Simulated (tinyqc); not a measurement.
Heat flow across a film from the phonon Boltzmann equation in the relaxation-time approximation: one step, computed by the program tinyqc. Command: `OMP_NUM_THREADS=1 python tinyqc.py 3003143 3003144 out.jsonl slabbte walk`. One thread of a shared host (Intel(R) Xeon(R) Processor @ 2.30GHz), about 0.01 s of CPU time with the checks.

Two black walls, hot at x = 0 and cold at x = L, emit phonons isotropically. For one free path Lambda, with tau = x/Lambda, tau_L = L/Lambda and phi = (T - T_cold)/Delta T, energy balance gives phi(tau) = (1/2) [E2(tau) + int_0^tau_L phi(s) E1(|tau - s|) ds]; E_n are the exponential integrals. The flux over the ballistic flux C v Delta T/4 is psi = 1 - 2 int_0^tau_L phi(s) E2(s) ds, and kappa_eff/kappa = (3/4) tau_L psi. kappa = C v Lambda/3 is an input, so at fixed kappa a longer free path means a smaller C v.

Question. The small linear system for Lambda_1. Cut the film into n equal cells with constant phi, collocated at the centres c_i: the kernel integrates to A_ij = |E2(|c_i - e_j|) - E2(|c_i - e_(j+1)|)|/2 for cell edges e_j, and A_ii = 1 - E2(half a cell); solve (1 - A) phi = E2(c)/2; psi = 1 - 2 sum_j phi_j [E3(e_j) - E3(e_(j+1))].

Inputs (values chosen for the exercise, modelled on sapphire): film thickness L = 140 nm; free path Lambda_1 = 25 nm; cells n in the small system = 4.

Give: optical thickness tau_L; 1 - A; right-hand side E2(c)/2; flux weights E3(e_j) - E3(e_(j+1)).

Answer.

optical thickness tau_L = 5.6

1 - A:
```
         1        2        3        4
1   0.2349  -0.1010  -0.0136  -0.0023
2  -0.1010   0.2349  -0.1010  -0.0136
3  -0.0136  -0.1010   0.2349  -0.1010
4  -0.0023  -0.0136  -0.1010   0.2349
```

right-hand side E2(c)/2: 0.1175  0.01648  0.002901  5.592e-04

flux weights E3(e_j) - E3(e_(j+1)): 0.4354  0.05323  0.009152  0.001746
